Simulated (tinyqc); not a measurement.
Trap density from the barrier height.

Problem. In a partly depleted grain with all boundary traps filled, 2 N W = Qt and VB = q N W^2/(2 eps0 eps_r). Find Qt, W and the doping at which VB would equal Vt.

Values chosen for this exercise: temperature T = 300 K; relative permittivity eps_r = 11.7.

Constants: q = 1.602176634e-19 C, kB = 1.380649e-23 J/K, Vt = kB T/q, eps0 = 8.8541878128e-14 F/cm where lengths are in cm. Results are converted to the units shown.

doping = 1.9e18 cm^-3
barrier height = 0.20604270 V

Answer. Eliminating W gives VB = q Qt^2/(8 eps0 eps_r N), which falls as 1/N.

Qt = 4.50e12 cm^-2
W = 11.8 nm
doping for VB = Vt = 1.51e19 cm^-3

Program tinyqc, `OMP_NUM_THREADS=1 python tinyqc.py 2830234 2830235 out.jsonl`; Intel Xeon 2.30GHz, shared host, one thread, about 0.01 s.
